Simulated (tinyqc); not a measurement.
Worked calculation: spherical quantum dot. Values are carried at full precision from step to step, so a last printed digit may differ when a step is redone from the rounded ones.

With hard walls E = c (x/R)^2/mw, x a zero of j_l: 1s 3.141593; 2s 6.283185; 1p 4.493409; 2p 7.725252; 1d 5.763459; 2d 9.095011; 1f 6.987932; 2f 10.417119.

Constants: hbar^2/2m0 = 3.80998211 eV angstrom^2; e^2/(4 pi eps0) = 14.39964547 eV angstrom; Ry = 13.60569312 eV; a0 (Bohr radius) = 0.5291772105 angstrom; hc = 1239.841984 eV nm.

Parameters, chosen for this exercise (near those of an InGaAs dot in InAlAs; the results hold for these values, not for the real material): R = 59 angstrom (radius); mw = 0.0408 m0 (mass inside); V0 = 0.527 eV (barrier height); mb = 0.0779 m0 (mass outside); E = 0.1247 eV (trial energy); Eg = 0.82 eV (bulk gap); mh = 0.43 m0 (hole mass); eps = 13.3 (dielectric constant inside); eps_o = 3.9 (dielectric constant beyond a thin barrier shell (oxide or ligands)).

## Hard-wall levels

The six lowest of these, with their orbital degeneracy; c = hbar^2/2m0.

Hard walls:

| state | degeneracy | x | E (eV) |
|---|---|---|---|
| 1s | 1 | 3.1416 | 0.2648 |
| 1p | 3 | 4.4934 | 0.5416 |
| 1d | 5 | 5.7635 | 0.8911 |
| 2s | 1 | 6.2832 | 1.0591 |
| 1f | 7 | 6.9879 | 1.3100 |
| 2p | 3 | 7.7253 | 1.6010 |

Shells close, with spin and per valley, at 2, 8, 18, 20 electrons; levels above about 0.3 eV are beyond a parabolic mass, and anisotropic valleys split the shells. The real barrier, V0 = 0.527 eV, lies below 5 values at the end of the list.

## The matching condition at a trial energy

A sphere of radius R, isotropic masses, c = hbar^2/2m0, k = sqrt(mw E/c), kappa = sqrt(mb (V0 - E)/c). State n l is the spherical Bessel function j_l(k r) inside and k_l(kappa r) outside; psi and psi'/m are continuous: (k/mw) j_l'(kR)/j_l(kR) = (kappa/mb) k_l'(kappa R)/k_l(kappa R). For l = 0 this reads kR cot(kR) = 1 - (mw/mb)(1 + kappa R).

Both sides for the lowest state, in the form for l = 0.

k R = 2.1560
kappa R = 5.3510
left side = -1.4287
right side = -2.3263

The left side falls with E and the right side rises; here the left is the larger, so the level lies above the trial energy.

## Bound levels

All roots below V0 for angular numbers 0 to 3, two each at most; the last column is the ratio to the hard-wall level.

Finite barrier:

| state | degeneracy | E (eV) | k R | E/E(hard) |
|---|---|---|---|---|
| 1s | 1 | 0.1465 | 2.3371 | 0.553 |
| 1p | 3 | 0.3001 | 3.3445 | 0.554 |
| 1d | 5 | 0.4800 | 4.2299 | 0.539 |

3 levels of these are bound; the lowest reaches 55 % of its hard-wall value.

## Lowest optical transition

Brus estimate with the correlation term of Kayanuma, both carriers between hard walls: E = Eg + c (pi/R)^2 (1/mw + 1/mh) - 1.786 q/(eps R) - 0.248 Ry*, with q = e^2/(4 pi eps0), Ry* = Ry mu/eps^2, 1/mu = 1/mw + 1/mh, a* = a0 eps/mu, c = hbar^2/2m0. It assumes R below about a*.

Give the terms and the wavelength hc/E.

mu = 0.0373 m0
a* = 188.9 angstrom

confinement, Coulomb and correlation terms (eV): 0.2899  -0.0328  -0.0007

E = 1.0764 eV
wavelength = 1151.8 nm

R/a* = 0.31: strong confinement, as the formula assumes. For the electron, hard walls give 118 meV more than the finite barrier.

## Charging energy

Two electrons in the hard-wall 1s state repel by U = 1.786 q/(eps R) + q (1/eps_o - 1/eps)/R, the second term from the polarisation of the surface; q = e^2/(4 pi eps0). The addition energies are U for the second electron and U + E(1p) - E(1s) for the third, with U taken as constant and hard-wall levels.

direct term = 32.8 meV
polarisation term = 44.2 meV

addition energies (meV): 77.0  353.9

The hard-wall 1p level lies above the real barrier, so the second value is far too large.

## Checks

- Lowest level by radial finite differences against the matching condition, eV: both 0.1465.

tinyqc: `OMP_NUM_THREADS=1 python tinyqc.py 1282364 1282365 out.jsonl`; about 0.06 s, one thread, shared Intel(R) Xeon(R) Processor @ 2.30GHz.
